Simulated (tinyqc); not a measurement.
Schottky barrier with interface states (Cowley-Sze model), image lowering and contact resistance: one step, computed by the program tinyqc.

An n-type semiconductor under a metal. The barrier lies between the Schottky-Mott limit phi_M - chi and the Bardeen limit E_g - E_n, E_n being the neutrality level of the interface states; the space-charge term of the full Cowley-Sze expression is left out.

Task: Pinning factor and barrier. S = 1/(1 + e^2 D delta/(eps_i eps_0)); for D per eV, e^2 D is the number e x D in SI units, with 1 cm^-2 = 1e4 m^-2. phi_B = S (phi_M - chi) + (1 - S)(E_g - E_n); the hole barrier is E_g - phi_B.

Inputs (values chosen for the exercise, for a model semiconductor):
```
quantity                                       value         unit
gap E_g                                         5.06           eV
electron affinity chi                           3.72           eV
metal work function phi_M                       3.97           eV
neutrality level E_n above the valence band     3.27           eV
interface-state density D                    2.8e+14  cm^-2 eV^-1
dipole layer thickness delta                    0.21           nm
dipole layer constant eps_i                        4            -
```

Pinning factor from: interface states.

Constants: e = 1.602176634e-19 C; eps_0 = 8.8541878128e-12 F/m.

Give: pinning factor S; Schottky-Mott barrier; Bardeen barrier; barrier phi_B; hole barrier.

Result:

pinning factor S = 0.2732

Schottky-Mott barrier = 0.25 eV

Bardeen barrier = 1.79 eV

barrier phi_B = 1.369 eV

hole barrier = 3.691 eV

The contact is partly pinned.
